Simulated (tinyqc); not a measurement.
From Debye to Thomas-Fermi: static screening by free carriers.

kF = (3 pi^2 n/Mv)^(1/3), EF = c kF^2/m with c = hbar^2/2m0, n in 1/angstrom^3 (1e-24 per 1/cm^3), e2 = e^2/(4 pi eps0). Thomas-Fermi: qTF^2 = 6 pi e2 n/(eps EF). Debye: qD^2 = 4 pi e2 n/(eps kB T).

F_j(eta) = (1/Gamma(j + 1)) integral_0^infinity x^j dx/(1 + exp(x - eta)), which tends to exp(eta) for eta << 0.

At finite T: qs^2 = qD^2 F_-1/2(eta)/F_1/2(eta), where n = Mv N F_1/2(eta) and N = 2 (m kB T/(4 pi c))^(3/2) with c = hbar^2/2m0, in 1/angstrom^3; times 1e24 for 1/cm^3.

Constants: hbar^2/2m0 = 3.80998211 eV angstrom^2; e^2/(4 pi eps0) = 14.39964547 eV angstrom; kB = 8.617333262e-05 eV/K.

Parameters, chosen for this exercise (near those of GaAs; the results hold for these values, not for the real material): m = 0.0654 m0 (mass of one isotropic valley); Mv = 1 (valleys); eps = 13.1 (background dielectric constant); T = 300 K.

Screening lengths (angstrom):
```
n (1/cm^3)    eta  Debye  Thomas-Fermi  finite T
1.0e+15     -6.04   1368         164.0      1369
8.0e+15     -3.95  483.7         116.0     485.3
2.0e+17     -0.57  96.74         67.83     104.5
6.0e+17      0.85  55.85         56.48     68.09
2.0e+18      3.15  30.59         46.22     48.37
8.0e+18      8.53  15.30         36.68     36.90
3.0e+19     20.78  7.898         29.43     29.46
```

Give the missing row, n (1/cm^3) = 4.0e+16.

Computed row:
```
n (1/cm^3)    eta  Debye  Thomas-Fermi  finite T
4.0e+16     -2.32  216.3         88.70     219.9
```

Debye is within 5 % of the finite-T length up to 4e+16 1/cm^3 of the densities listed and Thomas-Fermi from 2e+18 on. The length goes as n^-0.50 at the low end and n^-0.17 at the high end, against the limits -1/2 and -1/6. Both limits give too short a length.

Program tinyqc; command `OMP_NUM_THREADS=1 python tinyqc.py 1651384 1651385 out.jsonl`; about 0.01 s on one thread of a shared Intel(R) Xeon(R) Processor @ 2.30GHz.
